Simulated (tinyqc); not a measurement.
# Stillinger-Weber potential for a tetrahedral semiconductor, step by step

A worked calculation. Computed by tinyqc, a small Python program that keeps every step. Command: `OMP_NUM_THREADS=1 python tinyqc.py 3005306 3005307 out.jsonl swsi walk`. One thread of a shared host (Intel(R) Xeon(R) Processor @ 2.30GHz), about 0.03 s of CPU time with the checks. Intermediate numbers are printed to about 5 digits and carried at full precision; extremes and crossings named in words are read from the listed rows.

With x = r/sigma: pair term eps A (B x^-4 - 1) exp(1/(x - a)); for each pair of neighbours j, k of atom i, three-body term eps lambda exp(gamma/(x_ij - a) + gamma/(x_ik - a)) (cos theta_jik + 1/3)^2; both vanish beyond x = a. A = 7.049556277, B = 0.6022245584, a = 1.8.

Inputs (values chosen for the exercise, modelled on germanium): energy scale eps = 1.93 eV; length scale sigma = 2.186 angstrom; three-body strength lambda = 28.6; gamma = 1.2; bond 1 of the trimer = 2.34 angstrom; bond 2 of the trimer = 2.5 angstrom; angle of the trimer theta = 123 degrees.

displacement of one atom (angstrom): [-0.085, 0.2, -0.2]

Constants: 1 eV/angstrom^3 = 160.2176634 GPa.

## A trimer

Atom 1 binds atoms 2 and 3 at the angle theta; the third side follows from the cosine rule. Sum the three pair terms and the three-body terms centred on each atom.

distance 2-3 = 4.2542 angstrom

pair terms (eV): 1-2 -1.8702, 1-3 -1.9213, 2-3 0.0000

three-body term at atom 1 = 0.076452 eV

three-body terms at atoms 2 and 3 = 0 eV

energy of the trimer = -3.7151 eV

The cut-off is 3.935 angstrom, so atoms 2 and 3 do not interact directly.

## The diamond lattice

All angles are tetrahedral, so only the pair term acts; its minimum lies at x = 2^(1/6) with depth eps, and second neighbours lie beyond the cut-off. a0 = 4 d/sqrt3; E = -2 eps per atom.

bond length d = 2.4537 angstrom

lattice constant a0 = 5.6666 angstrom

energy per atom = -3.86 eV

## Elastic constants and internal strain

Second derivatives of the energy per atom, volume a0^3/8: e_xx gives C11, e_xx = -e_yy gives 2 (C11 - C12), e_xy = e_yx = h/2 gives the unrelaxed C44(0). Under that shear the second sublattice shifts by u_z; minimising over u_z gives C44 = C44(0) - E_hu^2/(E_uu V) and Kleinman's zeta = |E_hu/E_uu|/(a0/4). The optical force constant is k = 4 E_uu, with M omega^2 = k at the zone centre.

C11 = 132.84 GPa

C12 = 52.795 GPa

unrelaxed C44(0) = 88.370 GPa

C44 = 55.293 GPa

internal strain zeta = 0.53619

optical force constant k = 32.553 eV/angstrom^2

Internal relaxation lowers C44 by 37 %. zeta = 1 would keep all bond lengths equal under shear and 0 would move atoms with the lattice; the value here is 0.54. Caution: the original fit to silicon is too soft in shear (C44) and too stiff for the optical mode.

## One atom displaced in the eight-atom cell

Cubic cell of side a0 with periodic images; atoms 1 to 4 at (0,0,0), (0,1/2,1/2), (1/2,0,1/2), (1/2,1/2,0), atoms 5 to 8 shifted by (1/4,1/4,1/4). Atom 5 is moved by u. Forces are minus the gradient of the total energy.

bond lengths from atom 5 to atoms 1 to 4 (angstrom): [2.4222, 2.4222, 2.7353, 2.2837]

rise of the pair energy = 0.41951 eV

three-body energy = 0.18983 eV

forces (eV/angstrom), rows atom 5, atom 1, atom 2, atom 3, atom 4, columns x, y, z:
```
[[0.4802, -2.7462, 2.7462],
 [-0.2432, 0.1041, -0.5302],
 [-0.2432, 0.5302, -0.1041],
 [-0.8237, 1.0162, -1.0162],
 [0.8414, 1.1920, -1.1920]]
```

Bond bending carries 31 % of the energy rise. The four neighbours take up a total force of 4.047 against 3.913 eV/angstrom on atom 5; the difference acts on atoms 6 to 8.

## Diamond against structures with more neighbours

Each structure is relaxed in its neighbour distance d (lowest minimum for d between sigma and 1.7 sigma), with all neighbours inside the cut-off, second shells too where they fall inside.

Energies per atom (eV):
```
structure     first neighbours  d (angstrom)     pair  three-body    total  volume (angstrom^3)
diamond                      4        2.4537  -3.8600      0.0000  -3.8600               22.744
simple cubic                 6        2.7981  -4.6271      1.4568  -3.1703               21.908
bcc                          8        2.9924  -4.8187      1.8088  -3.0100               20.627
fcc                         12        3.1226  -4.7323      1.8429  -2.8894               21.530
```

The order is diamond < simple cubic < bcc < fcc, the lowest two 0.690 eV apart. Against diamond the pair energy changes by -0.77 (simple cubic), -0.96 (bcc), -0.87 (fcc) eV, while angles away from 109.47 degrees cost 1.46, 1.81, 1.84 eV; the bonds stretch to 3.12 angstrom in fcc to weaken that penalty.

Checks made by the program: lattice sum at a0 (relative difference below 1e-10); B from the pair term alone, phi''(d)/(3 a0), against (C11 + 2 C12)/3 (relative difference 5e-07).
